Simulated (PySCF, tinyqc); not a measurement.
Worked calculation: FCI on RHF in the sto-6g basis, frozen core, for B+, spin multiplicity 1. The lowest restricted solution is unstable here: a spin-polarised one lies 0.0000 hartree lower (PySCF). One step of it, computed by the program tinyqc.

Question. Iteration 1: building the Fock matrix. J_ij = sum D_kl (ij|kl), K_ij = sum D_kl (ik|jl); F = H + J - 0.5 K; E = tr D H + tr D J / 2 - 0.25 tr D K + E_nn.

D at the start:
```
            1B 1s      1B 2s    1B 2px    1B 2py    1B 2pz
1B 1s    1.745157  -0.454760  0.000000  0.000000  0.000000
1B 2s   -0.454760   1.724682  0.000000  0.000000  0.000000
1B 2px   0.000000   0.000000  0.257028  0.000000  0.000000
1B 2py   0.000000   0.000000  0.000000  0.257028  0.000000
1B 2pz   0.000000   0.000000  0.000000  0.000000  0.257028
```

core Hamiltonian H = T + V (hartree):
```
             1B 1s      1B 2s     1B 2px     1B 2py     1B 2pz
1B 1s   -12.444477  -3.078069   0.000000   0.000000   0.000000
1B 2s    -3.078069  -3.375648   0.000000   0.000000   0.000000
1B 2px    0.000000   0.000000  -2.624950   0.000000   0.000000
1B 2py    0.000000   0.000000   0.000000  -2.624950   0.000000
1B 2pz    0.000000   0.000000   0.000000   0.000000  -2.624950
```

Two-electron integrals (ij|kl) in chemists' order, unique and non-zero (hartree):
```
(11|11) 2.924993   (21|11) 0.480756   (21|21) 0.099484   (22|11) 0.743449
(22|21) 0.188967   (22|22) 0.544922   (31|31) 0.021096   (32|31) 0.030854
(32|32) 0.120443   (33|11) 0.743450   (33|21) 0.188967   (33|22) 0.544922
(33|33) 0.587109   (41|41) 0.021096   (42|41) 0.030854   (42|42) 0.120443
(43|43) 0.031641   (44|11) 0.743450   (44|21) 0.188967   (44|22) 0.544922
(44|33) 0.523827   (44|44) 0.587109   (51|51) 0.021096   (52|51) 0.030854
(52|52) 0.120443   (53|53) 0.031641   (54|54) 0.031641   (55|11) 0.743450
(55|21) 0.188967   (55|22) 0.544922   (55|33) 0.523827   (55|44) 0.523827
(55|55) 0.587109
```

nuclear repulsion = 0 hartree

Give: Coulomb J; exchange K; Fock matrix F; total energy of this density.

Answer.

Coulomb J (hartree):
```
        1B 1s  1B 2s  1B 2px  1B 2py  1B 2pz
1B 1s   6.523  1.220   0.000   0.000   0.000
1B 2s   1.220  2.486   0.000   0.000   0.000
1B 2px  0.000  0.000   2.486   0.000   0.000
1B 2py  0.000  0.000   0.000   2.486   0.000
1B 2pz  0.000  0.000   0.000   0.000   2.486
```

exchange K (hartree):
```
        1B 1s  1B 2s  1B 2px  1B 2py  1B 2pz
1B 1s   4.855  0.805   0.000   0.000   0.000
1B 2s   0.805  1.034   0.000   0.000   0.000
1B 2px  0.000  0.000   0.384   0.000   0.000
1B 2py  0.000  0.000   0.000   0.384   0.000
1B 2pz  0.000  0.000   0.000   0.000   0.384
```

Fock matrix F (hartree):
```
         1B 1s   1B 2s  1B 2px  1B 2py  1B 2pz
1B 1s   -8.349  -2.261   0.000   0.000   0.000
1B 2s   -2.261  -1.407   0.000   0.000   0.000
1B 2px   0.000   0.000  -0.331   0.000   0.000
1B 2py   0.000   0.000   0.000  -0.331   0.000
1B 2pz   0.000   0.000   0.000   0.000  -0.331
```

total energy of this density = -20.98061 hartree

This density is the starting one; it is not idempotent, so its energy is not variational and may lie below the converged one.
